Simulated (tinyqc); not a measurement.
From one set of inputs to another, one input at a time: finite-size error of a charged defect in a periodic cell: Madelung and Makov-Payne terms. Computed by tinyqc, a small Python program. Command: `OMP_NUM_THREADS=1 python tinyqc.py 3023420 3023421 out.jsonl imagecharge ladder`. One thread of a shared host (Intel(R) Xeon(R) Processor @ 2.30GHz), about 0.08 s of CPU time with the checks.

L is the cube root of the cell volume. The defect charge is a Gaussian, rho(r) = q (2 pi sigma^2)^(-3/2) exp(-r^2/2 sigma^2), repeated periodically in a uniform neutralising background and screened by a continuum. The model cell energy is E(L) = E_0 + [periodic - isolated electrostatic energy].

The inputs printed are set A. Inputs not listed in the table keep their values of set A, so the rows need not describe a real material.

Inputs (values chosen for the exercise, for a model uniaxial host):
```
quantity                                     value      unit
charge q                                        -1         e
cell length L                                 12.9  angstrom
dielectric constant eps_xy                    15.6         -
dielectric constant eps_z                     8.96         -
axis ratio c/a                                 1.6         -
width sigma of the defect charge               1.9  angstrom
formation energy of the isolated defect E_0  4.267        eV
```

Supercell lattice: hexagonal. Screening: uniaxial.

Constants: e^2/(4 pi eps_0) = 14.39964548 eV angstrom.

Method:
- Cell vectors: (1,0,0), (-1/2,sqrt(3)/2,0), (0,0,c/a), scaled to volume L^3.
- Ewald sum for a unit point charge: scale each Cartesian component of the cell by 1/sqrt(eps_i), giving R', G' and V'; E = [ (1/2) sum erfc(eta R')/R' + (2 pi/V') sum exp(-G'^2/4 eta^2)/G'^2 - eta/sqrt(pi) - pi/(2 V' eta^2) ] e^2/(4 pi eps_0) / sqrt(eps_x eps_y eps_z), over n_i = -6..6, omitting n = (0,0,0), eta = 2/V'^(1/3). alpha = -2 E eps_g L/(e^2/(4 pi eps_0)), eps_g = (eps_x eps_y eps_z)^(1/3).
- Periodic energy of the Gaussian: (2 pi q^2/V) sum_(G != 0) exp(-sigma^2 G^2)/(G.eps.G) x e^2/(4 pi eps_0), n_i = -k..k with k = max(9, L/sigma rounded up). Isolated energy: q^2/(2 sqrt(pi) sigma) <1/(n.eps.n)> e^2/(4 pi eps_0), the mean over directions n (64 Gauss-Legendre points in cos(theta)).

Each row keeps all changes above it:
```
input moved                 from    to  point-charge correction -q^2 E (eV)  finite-size error (eV)  Madelung constant alpha
set A                          -     -                              0.08740                -0.08146                   2.0305
dielectric constant eps_xy  15.6  11.5                              0.12392                -0.11201                   2.3494
axis ratio c/a               1.6  1.67                              0.11974                -0.10805                   2.2702
dielectric constant eps_z   8.96  21.6                              0.10966                -0.09669                   2.7878
cell length L (angstrom)    12.9  19.2                              0.07368                -0.06978                   2.7878
```

Point-charge correction -q^2 E goes from 0.0874 to 0.0737, a factor 0.843 in all. The largest single move comes from cell length L (a factor 0.672), and dielectric constant eps_xy works against it (a factor 1.42). Finite-size error goes from -0.0815 to -0.0698, +0.0117 in all. The largest single move comes from dielectric constant eps_xy (-0.0305), but it runs against the net change; the largest move in the direction of the net change is cell length L (+0.0269). Madelung constant alpha goes from 2.03 to 2.79, a factor 1.37 in all. The largest single move comes from dielectric constant eps_z (a factor 1.23), and axis ratio c/a works against it (a factor 0.966). The single moves hold for this order of the switches; the total does not depend on the order.

Extremes, crossings and ranges named in words are read from the listed rows.
